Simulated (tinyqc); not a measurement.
Raising U: Hubbard chain of 4 sites, mean field against exact. Computed by the program tinyqc. Collinear unrestricted mean field (the lowest of 40 random starts) against exact diagonalisation.

one-body matrix (hopping and site energies) (eV):
```
         1        2        3        4
1   0.2300  -0.8400   0.0000   0.0000
2  -0.8400   0.0400  -0.8400   0.0000
3   0.0000  -0.8400   0.3400  -0.8400
4   0.0000   0.0000  -0.8400  -0.1600
```

electrons, up and down: 2  2

Exact and mean-field results (eV):
```
U          U/t   E exact  E mean field  mean |n_up - n_down|  double occupancy, exact  first gap in the sector
0.420    0.500  -2.97829      -2.95893                 0.000                    0.235                    0.969
0.840    1.000  -2.60629      -2.52642                 0.000                    0.208                    0.856
1.680    2.000  -1.99602      -1.68413                 0.352                    0.157                    0.679
3.360    4.000  -1.20139      -0.76365                 0.817                    0.086                    0.459
5.040    6.000  -0.75739      -0.37733                 0.917                    0.050                    0.336
6.720    8.000  -0.49068      -0.17486                 0.953                    0.031                    0.262
10.080  12.000  -0.19594       0.03147                 0.979                    0.015                    0.180
16.800  20.000   0.05618       0.19831                 0.992                    0.006                    0.110
```

Estimate the missing row, U = 2.52.

Computed row:
```
U        U/t   E exact  E mean field  mean |n_up - n_down|  double occupancy, exact  first gap in the sector
2.520  3.000  -1.53949      -1.11369                 0.688                    0.116                    0.552
```

In absolute terms mean field is worst at U/t = 4.0, 0.438 eV too high: at small U it is nearly exact, and at large U it misses only exchange-scale energies. Its local moments set in at U/t = 2.0 of those listed, a broken symmetry that the exact state of a finite cluster with equal spins does not have. Relative to the exact energy its error is 0.7 % at the smallest U, 253 % at most and 253 % at the largest. The double occupancy falls from 0.235 to 0.006.
